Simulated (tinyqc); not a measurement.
Self-consistent Fermi level with native defects, at growth and after a quench: one step, computed by the program tinyqc.

Energies are counted from the top of the valence band (VBM); when the gap shrinks with temperature the conduction band moves and the levels stay. The added dopant is taken as fully ionised. D and A draw on one reservoir with opposite signs, as the two vacancies of a compound do.

Problem. After the quench to T. E_g(T) = E_g - slope x max(0, T - 300 K). N_c = 2 M_c (2 pi m_e k_B T/h^2)^(3/2) and N_v = 2 (2 pi m_h k_B T/h^2)^(3/2), masses in units of m_0. n = N_c F_1/2((E_F - E_g)/k_B T), p = N_v F_1/2(-E_F/k_B T). F_1/2(eta) = (2/sqrt(pi)) int_0^infinity sqrt(x)/(1 + exp(x - eta)) dx, by the trapezoid rule in t = sqrt(x) with step 0.02 up to t = 12 (for eta < -12 by exp(eta) - exp(2 eta)/2^(3/2)). After a quench the totals of D and A stay as grown, and each is shared among its charge states with weights exp(-(E_f(q, 0) + q E_F)/k_B T). Net charge = p - n + sum q c_q - N_X; the log ratio is ln(positive charge/negative charge). E_F is the root of the log ratio, by 50 bisections between -0.5 eV and E_g + 0.5 eV.

Inputs (values chosen for the exercise, with bands modelled on GaP):
```
quantity                      value   unit
gap E_g at 300 K               2.24     eV
slope -dE_g/dT above 300 K  0.00055   eV/K
electron mass m_e             0.504    m_0
valleys M_c                       3      -
hole mass m_h                 0.816    m_0
dopant density N_X          7.2e+18  cm^-3
growth temperature T_g         1190      K
temperature of use T            400      K
```

Added shallow dopant: acceptor.

total D = 5.703414e+16 cm^-3

total A = 5.251351e+10 cm^-3

E_f(q, E_F = 0) (eV): D(+2) 0.719, D(+1) 2.569, D(0) 4.419, A(0) 2.953, A(-1) 3.103, A(-2) 3.595

Constants: m_0 = 9.1093837015e-31 kg; k_B = 1.380649e-23 J/K; h = 6.62607015e-34 J s; k_B = 8.617333262e-05 eV/K.

Give: E_F after the quench; n after the quench; p after the quench; Frozen defects.

Solution.

E_F after the quench = 0.04493 eV

n after the quench = 4.508e-08 cm^-3

p after the quench = 7.086e+18 cm^-3

Frozen defects:
```
state  c (cm^-3)  share of its total
D(+2)  5.703e+16           1.000e+00
D(+1)  1.031e-06           1.807e-23
D(0)   1.863e-29           3.267e-46
A(0)   5.014e+10           9.547e-01
A(-1)  2.378e+09           4.529e-02
A(-2)  5.538e+03           1.055e-07
```
